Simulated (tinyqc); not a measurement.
Floating body of a partially depleted SOI transistor: body voltage and kink: one step of the calculation.

Source at 0 V. Channel current Ic = 2 nf K Vt^2 [F(0) - F(Vd)](1 + la Vd), F(V) = ln^2(1 + exp((Vg - VT - nf V)/(2 nf Vt))), VT = VT0 - gb Vb. Saturation voltage Vs = 2 Vt sqrt(F(0)) + 3 Vt, excess Ve = (Vd - Vs + sqrt((Vd - Vs)^2 + 0.0004 V^2))/2, multiplication M1 = Ai Ve exp(-Bl/Ve). Each junction passes D(v) = J1 (exp(v/Vt) - 1) + J2 (exp(v/(2 Vt)) - 1). Bipolar current Ib = bb J1 (exp(Vb/Vt) - 1). The body settles where M1 (Ic + Ib) = D(Vb) + D(Vb - Vd) + Vb/Rb; drain current Id = (1 + M1)(Ic + Ib) - D(Vb - Vd).

Question. Drain current with floating and with grounded body. Id and VT at the converged Vb, Id at Vb = 0, their ratio, and the bipolar share Ib/(Ic + Ib).

Inputs (values chosen for the exercise); values of the order met in partially depleted silicon-on-insulator transistors: temperature T = 358 K; threshold at zero body voltage VT0 = 0.34 V; fall of the threshold per volt of body voltage gb = 0.15; slope factor nf = 1.18; gain factor per width K = 150 uA/(V^2 um); channel-length modulation factor la = 0.04 1/V; impact-ionisation prefactor Ai = 3.85 1/V; impact-ionisation voltage Bl = 5.2 V; diffusion saturation current of each junction J1 = 3.8e-10 uA/um; recombination saturation current of each junction J2 = 1e-8 uA/um; gain of the lateral bipolar transistor on the diffusion current bb = 3; resistance of a weak body tie to the source (1e9 stands for no tie, and the term is then dropped) Rb = 1e9 kohm um; gate voltage Vg = 0.92 V; drain voltage Vd = 1.9 V.

Constants: q = 1.602176634e-19 C, kB = 1.380649e-23 J/K, Vt = kB T/q. Results are converted to the units shown.

converged Vb = 0.70037654 V

Wanted: VT; Id, floating; Id, grounded; ratio; bipolar share.

Answer.

VT = 0.23494 V
Id, floating = 43.099 uA/um
Id, grounded = 25.250 uA/um
ratio = 1.7069
bipolar share = 20.451 %

The body rises to 0.700 V and lowers the threshold by 105 mV.

Range of the model: The multiplication law is an empirical form chosen for the exercise; self-heating and capacitive coupling to the body are left out, and the linear laws are rough once Vb passes about 0.7 V or M1 about 0.1.

Numbers from tinyqc (`OMP_NUM_THREADS=1 python tinyqc.py 2182027 2182028 out.jsonl`; about 0.2 s on one thread of a shared Intel Xeon 2.30GHz).
